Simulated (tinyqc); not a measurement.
# Read current of a NAND string, cells in series solved by shooting: two studies

Cells in series, numbered from 0 at the source line (0 V) to the bit line, each followed by a gap resistance Rg. A cell with gate Vg, threshold VT, source Vs and drain Vd passes I = 2 nf K Vt^2 [F(Vs) - F(Vd)]/(1 + th max(Vg - VT, 0)), F(V) = ln^2(1 + exp((Vg - VT - nf V)/(2 nf Vt))). The selected cell has Vg = Vr, the others Vg = Vp.

Inputs (values chosen for the exercise); values of the order met in vertical NAND strings:
```
symbol  value    unit                                 meaning
T         300       K                             temperature
K         6.1  uA/V^2                   gain factor of a cell
nf        1.7                                    slope factor
th       0.19     1/V               mobility reduction factor
Rg        6.1    kohm     resistance of the gap between cells
Vbl       0.3       V                        bit-line voltage
Vp        6.4       V                            pass voltage
Ve       -2.3       V             threshold of an erased cell
Vh        4.4       V          threshold of the highest state
Vx        0.4       V          threshold of the selected cell
Is         20      nA                         sensing current
Vr       2.38       V  read voltage on the selected word line
```

Constants: q = 1.602176634e-19 C, kB = 1.380649e-23 J/K, Vt = kB T/q. Results are converted to the units shown.

Each table varies one quantity; the others keep the values above.

## Read current against the number of cells

For a trial current I start at 0 V and, cell by cell, solve for the drain: sqrt(F(Vd)) = sqrt(F(Vs) - I/k), k = 2 nf K Vt^2/(1 + th max(Vg - VT, 0)), Vd = [Vg - VT - 2 nf Vt ln(exp(sqrt F) - 1)]/nf, then add I Rg. The string current is the I for which the last node reaches Vbl. The apparent threshold is the Vr at which I = Is. Background: all other cells erased (VT = Ve) or all in the highest state (VT = Vh); ratio and shift are high over erased and high minus erased. The selected cell is in the middle, cell n/2.

Read current against the number of cells:

| n | I, others erased (uA) | I, others high (uA) | ratio | apparent VT, erased (V) | apparent VT, high (V) | background shift (mV) |
|---|---|---|---|---|---|---|
| 8 | 0.5543 | 0.2761 | 0.4981 | 0.4829 | 0.4917 | 8.770 |
| 16 | 0.2996 | 0.1381 | 0.4608 | 0.4907 | 0.5084 | 17.67 |
| 32 | 0.1560 | 0.06904 | 0.4424 | 0.5062 | 0.5421 | 35.88 |
| 64 | 0.07967 | 0.03452 | 0.4333 | 0.5373 | 0.6129 | 75.54 |
| 96 | 0.05349 | 0.02301 | 0.4303 | 0.5687 | 0.7260 | 157.4 |

With erased neighbours the current falls from 0.554 to 0.0535 uA, as n^(-0.89) between the first two rows and n^(-0.98) between the last two (-1 once the series resistance rules). The ratio falls from 0.498 to 0.430 and the background shift rises from 8.77 to 157 mV.

## Effect of the pass voltage

Same model as above.

The string has 64 cells and the selected one is cell 32.

Effect of the pass voltage:

| Vp (V) | I, others erased (uA) | I, others high (uA) | ratio | apparent VT, erased (V) | apparent VT, high (V) | background shift (mV) |
|---|---|---|---|---|---|---|
| 6 | 0.07834 | 0.02847 | 0.3634 | 0.5384 | 0.6440 | 105.6 |
| 6.5 | 0.07999 | 0.03591 | 0.4490 | 0.5371 | 0.6077 | 70.58 |
| 7 | 0.08151 | 0.04224 | 0.5183 | 0.5360 | 0.5887 | 52.73 |
| 7.5 | 0.08292 | 0.04770 | 0.5752 | 0.5350 | 0.5765 | 41.51 |
| 8 | 0.08424 | 0.05244 | 0.6226 | 0.5341 | 0.5678 | 33.78 |
| 8.5 | 0.08546 | 0.05661 | 0.6624 | 0.5332 | 0.5614 | 28.16 |

Read the table: what changes, and by how much?

As Vp goes from 6 to 8.5 V, the current with erased neighbours rises from 0.0783 to 0.0855 uA, that with high neighbours rises from 0.0285 to 0.0566 uA and the ratio rises from 0.363 to 0.662. The background shift falls from 106 to 28.2 mV. A higher pass voltage also disturbs erased cells more, which this model leaves out.

tinyqc, about 0.4 s, one thread, Intel Xeon 2.30GHz (shared host): `OMP_NUM_THREADS=1 python tinyqc.py 2142136 2142137 out.jsonl`
